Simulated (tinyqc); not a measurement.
# Punch-through p+-n junction, ionisation integral and breakdown: effects of single changes

A p+ layer at x < 0 and an n drift layer from x = 0 to L on an n+ substrate. Depletion approximation, built-in voltage neglected. Local ionisation coefficients alpha_n = an exp(-(bn/E)^mx), alpha_p = ap exp(-(bp/E)^mx). Electrons move towards +x, holes towards x = 0.

Inputs (values chosen for the exercise); material values close to those of 4H silicon carbide:
- eps_r = 9.63 (relative permittivity)
- an = 1.77e8 1/cm (prefactor of the electron ionisation coefficient)
- bn = 3.47e7 V/cm (field constant for electrons)
- ap = 3.5e8 1/cm (prefactor of the hole ionisation coefficient)
- bp = 2.38e7 V/cm (field constant for holes)
- mx = 1 (exponent)
- mu = 930 cm^2/(V s) (electron mobility of the drift layer)
- N = 5.4e15 cm^-3 (donor density of the drift layer)
- L = 16 um (thickness of the drift layer)

Constants: q = 1.602176634e-19 C, eps0 = 8.8541878128e-14 F/cm where lengths are in cm. Results are converted to the units shown.

Each table varies one quantity; the others keep the values above.

## Multiplication against voltage

W = sqrt(2 eps0 eps_r V/(q N)), peak field E0 = q N W/(eps0 eps_r), falling linearly to 0 at W; if W > L the layer is punched through: W = L, E0 = V/L + q N L/(2 eps0 eps_r), falling linearly to E1 = V/L - q N L/(2 eps0 eps_r). G(x) = integral from 0 to x of (alpha_n - alpha_p); I_n = integral of alpha_n exp(-G) (electrons injected at x = 0), I_p = integral of alpha_p exp(G(end) - G) (holes injected at the far edge); M = 1/(1 - I). Integrals on a fine grid; BV is where I_n = 1. Here BV = 2719.34 V; the Miller exponent is n = ln(1 - 1/M)/ln(V/BV).

Results:
```
V (V)  E0 (kV/cm)      I_n      I_p   M_n   M_p  Miller n, electrons  Miller n, holes
1090       1.49e3  7.58e-7  0.00321  1.00  1.00                 15.4             6.28
1360       1.66e3  1.09e-5   0.0211  1.00  1.02                 16.5             5.57
1630       1.83e3  9.32e-5   0.0913  1.00  1.10                 18.1             4.68
1900       2.00e3  6.07e-4    0.287  1.00  1.40                 20.7             3.48
2180       2.17e3  0.00397    0.644  1.00  2.81                 25.0             1.99
2500       2.37e3   0.0563    0.955  1.06  22.2                 34.2            0.547
2610       2.44e3    0.202    0.989  1.25  88.1                 39.0            0.278
2680       2.49e3    0.537    0.997  2.16   397                 42.7            0.173
```

Estimate the missing row, V = 2340 V.

Computed row:
```
V (V)  E0 (kV/cm)     I_n    I_p   M_n   M_p  Miller n, electrons  Miller n, holes
2340       2.27e3  0.0131  0.838  1.01  6.19                 28.8             1.17
```

With this row back in the table: M_n rises from 1.000 to 2.16 and M_p from 1.003 to 397; both diverge at BV. The Miller exponent for electrons rises from 15.4 to 42.7 and that for holes falls from 6.28 to 0.173, so one exponent describes neither over the whole range. The larger multiplication belongs to holes, whose coefficient at the peak field of the last row is 158 times the other.

## Effect of the drift doping

Same model as above.

Specific on-resistance Ron = L/(q mu N) with constant mobility and full ionisation.

Result of one run:
```
N (cm^-3)  BV (V)  E0 at BV (kV/cm)  W at BV (um)  Ron (mohm cm^2)  BV^2/Ron (MW/cm^2)  eps0 eps_r mu E0^3/4 (MW/cm^2)
3.2e15     3.08e3            2.41e3          16.0             3.36              2.83e3                          2.76e3
```

What becomes of these results when the donor density of the drift layer N is changed from 3.2e15 to 4.5e14 cm^-3, all else the same?

Result of the changed run:
```
N (cm^-3)  BV (V)  E0 at BV (kV/cm)  W at BV (um)  Ron (mohm cm^2)  BV^2/Ron (MW/cm^2)  eps0 eps_r mu E0^3/4 (MW/cm^2)
4.5e14     3.32e3            2.15e3          16.0             23.9                 463                          1.96e3
```

The whole series:
```
N (cm^-3)  BV (V)  E0 at BV (kV/cm)  W at BV (um)  Ron (mohm cm^2)  BV^2/Ron (MW/cm^2)  eps0 eps_r mu E0^3/4 (MW/cm^2)
4.5e14     3.32e3            2.15e3          16.0             23.9                 463                          1.96e3
8.6e14     3.31e3            2.20e3          16.0             12.5                 879                          2.11e3
1.7e15     3.26e3            2.29e3          16.0             6.32              1.68e3                          2.39e3
3.2e15     3.08e3            2.41e3          16.0             3.36              2.83e3                          2.76e3
6.1e15     2.59e3            2.54e3          16.0             1.76              3.82e3                          3.24e3
1.2e16     1.60e3            2.69e3          11.9            0.895              2.87e3                          3.85e3
2.3e16        938            2.85e3          6.59            0.467              1.89e3                          4.58e3
4.3e16        564            3.02e3          3.74            0.250              1.27e3                          5.46e3
```

BV falls from 3320 to 564 V while the critical field rises from 2150 to 3020 kV/cm. BV goes as N^(-0.01) between the first two rows and N^(-0.81) between the last two (a coefficient proportional to E^7 gives -0.75 without punch-through). BV^2/Ron goes from 463 through a maximum of 3820 (at N = 6.1e15 among the rows listed) to 1270 MW/cm^2; the layer is punched through at breakdown in 5 of the 8 rows.

## Effect of the drift thickness

Same model as above.

The value eps0 eps_r mu E0^3/4 holds for a triangular field; a layer that punches through can exceed it.

Effect of the drift thickness:
```
L (um)  BV (V)  E0 at BV (kV/cm)  W at BV (um)  Ron (mohm cm^2)  BV^2/Ron (MW/cm^2)  eps0 eps_r mu E0^3/4 (MW/cm^2)
3.7        868            2.53e3          3.70            0.460              1.64e3                          3.22e3
5       1.13e3            2.52e3          5.00            0.621              2.06e3                          3.16e3
6.7     1.46e3            2.51e3          6.70            0.833              2.54e3                          3.14e3
9       1.85e3            2.51e3          9.00             1.12              3.06e3                          3.14e3
12      2.28e3            2.51e3          12.0             1.49              3.49e3                          3.14e3
16      2.72e3            2.51e3          16.0             1.99              3.72e3                          3.14e3
22      3.07e3            2.51e3          22.0             2.73              3.45e3                          3.14e3
29      3.11e3            2.51e3          24.7             3.60              2.68e3                          3.14e3
40      3.11e3            2.51e3          24.7             4.97              1.94e3                          3.14e3
```

BV rises from 868 to 3110 V and saturates once L exceeds the free depleted width of 24.7 um, while Ron keeps rising as L. BV^2/Ron goes from 1640 through a maximum of 3720 (at L = 16 um among the rows listed) to 1940 MW/cm^2. The best row has L = 0.65 of that width: the last part of the triangle adds little voltage but its full share of resistance.

Numbers from tinyqc (`OMP_NUM_THREADS=1 python tinyqc.py 2120116 2120117 out.jsonl`; about 0.1 s on one thread of a shared Intel Xeon 2.30GHz).
